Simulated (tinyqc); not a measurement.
From results back to parameters: Stoner model of a band ferromagnet.

Problem. The moment of the weak ferromagnet is given and I is hidden.

Density of states per atom and spin: triangular, D(e) = (4 M/W^2) (W/2 - |e|). Levels e -/+ I m/2 for up and down spin, m = n_up - n_down, n_up + n_down = nd. At zero temperature e(N) is the energy below which N states lie, and E(m) = sum over spins of integral e D de - I m^2/4.

Values chosen for the exercise: W = 5.4 eV (band width, e from -W/2 to W/2); M = 5 (states per atom and spin); nd = 6.61 (electrons per atom).

m = 3.33654 muB

Find: e(n_up), e(n_down); I.

Solution. n_up and n_down follow from nd and m; both bands share one Fermi level, so I = (e(n_up) - e(n_down))/m.

e(n_up), e(n_down) (eV): 2.421  -0.515

I = 0.88 eV

Run: tinyqc, `OMP_NUM_THREADS=1 python tinyqc.py 1680849 1680850 out.jsonl`; Intel(R) Xeon(R) Processor @ 2.30GHz, one thread, shared host; about 0.4 s of CPU time with all checks.
